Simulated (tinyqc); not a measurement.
# Changing the length N of the open chain

Model: classical Heisenberg spin chain: exact results, Metropolis, heat-bath and over-relaxation steps, and a Monte Carlo run. Computed by tinyqc, a small Python program. Command: `OMP_NUM_THREADS=1 python tinyqc.py 3130171 3130172 out.jsonl heismc sweep`. One thread of a shared host (Intel(R) Xeon(R) Processor @ 2.30GHz), about 0.01 s of CPU time with the checks.

E = -J sum_i s_i . s_(i+1) for unit vectors s_i on an open chain; K = J/(k_B T).

Inputs (values chosen for the exercise, for a model chain of large moments): coupling J = -25 meV; temperature T = 221 K; moment mu = 6.5 mu_B.

Constants: k_B = 8.617333262e-05 eV/K; mu_B = 5.7883818060e-05 eV/T.

Method. Each bond angle is independent, so u = <s_i . s_(i+1)> = coth K - 1/K, <s_i . s_(i+n)> = u^n, correlation length xi = -1/ln|u|, energy per bond -J u, heat capacity per bond c/k_B = 1 - K^2/sinh^2 K, and for the long chain chi = mu^2 (1 + u)/(3 k_B T (1 - u)) per spin. For N spins, <|sum s|^2>/N = (1 + u)/(1 - u) - 2 u (1 - u^N)/(N (1 - u)^2); the long chain has (1 + u)/(1 - u), chi over the Curie value, and the difference is relative to it.

One run for each value:
```
length N of the open chain  <|sum s|^2>/N  difference from the long chain (%)
2                                 0.60565                              39.435
3                                 0.57788                              33.040
5                                 0.51627                              18.857
8                                 0.48504                              11.667
12                                0.46817                               7.783
20                                0.45465                               4.670
40                                0.44451                               2.335
80                                0.43944                               1.167
200                               0.43639                               0.467
```

Over the rows, <|sum s|^2>/N falls from 0.606 to 0.436 (exponent d ln y / d ln x -0.12 between the first rows and -0.0076 between the last); difference from the long chain (%) falls from 39.4 to 0.467 (exponent d ln y / d ln x -0.44 between the first rows and -1.0 between the last).
